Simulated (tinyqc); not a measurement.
What grading buys: minority-electron transport through the base of a bipolar transistor (Moll-Ross and Kroemer integrals). Computed by tinyqc, a small Python program. Command: `OMP_NUM_THREADS=1 python tinyqc.py 3001606 3001607 out.jsonl base walk`. One thread of a shared host (Intel(R) Xeon(R) Processor @ 2.30GHz), about 0.01 s of CPU time with the checks.

Low injection, one dimension, x from the emitter edge (0) to the collector edge (W), s = x/W. Recombination is treated as a small correction (valid for tau_B well below tau_n), computed from the stored charge.

Inputs (values chosen for the exercise, modelled on GaAs): base doping at the emitter edge N_0 = 9.8e+17 1/cm^3; base width W = 60 nm; mu_min = 1400 cm^2/(V s); mu_max = 6740 cm^2/(V s); N_ref = 1.9e+17 1/cm^3; saturation velocity v_s = 0.79 1e7 cm/s; temperature T = 300 K; doping ratio N_0/N(W) = 38.

Base doping profile: exponential. Gap grading: linear. Exit of the base: infinite sink.

Constants: k_B = 8.617333262e-05 eV/K.

Method. N(x) = N_0 (ratio)^(-s); n_i(x)^2 = n_i^2 exp(s dE_g/k_B T); D(x) = (k_B T/e) mu, mu = mu_min + (mu_max - mu_min)/(1 + (N/N_ref)^0.7). With y(x) = N n_i^2/(D n_i(x)^2): base Gummel number G_B = int_0^W y dx; J_C = e n_i^2 exp(e V_BE/k_B T)/G_B; n(x) = (J_C/e)(n_i(x)^2/(N n_i^2)) [int_x^W y dx]; transit time tau_B = (e/J_C) int n dx; trapezoid rule on 401 even points.

The same base with other gradings:
```
dE_g (meV)  dE_g/k_B T  G_B (s/cm^4)  J_C gain  tau_B (ps)  speed gain
0                0.000    1.8414e+10    1.0000    0.064409      1.0000
25               0.967    1.5265e+10    1.2063    0.055069      1.1696
50               1.934    1.3012e+10    1.4152    0.047988      1.3422
75               2.901    1.1331e+10    1.6252    0.042465      1.5168
100              3.868    1.0032e+10    1.8355    0.038053      1.6926
150              5.802    8.1609e+09    2.2564    0.031471      2.0466
200              7.736    6.8785e+09    2.6770    0.026810      2.4024
300             11.605    5.2345e+09    3.5178    0.020668      3.1164
```

What does the comparison show, and why?

At 100 meV J_C rises by a factor 1.84 and the transit is 1.69 times faster; at 300 meV the factors are 3.52 and 3.12. For a uniform base without exit term both tend to be linear in dE_g/k_B T, J_C as x/(1 - exp(-x)) and the speed as x/2. From 0 meV on the mean velocity W/tau_B exceeds v_s, so those speed gains are overstated.
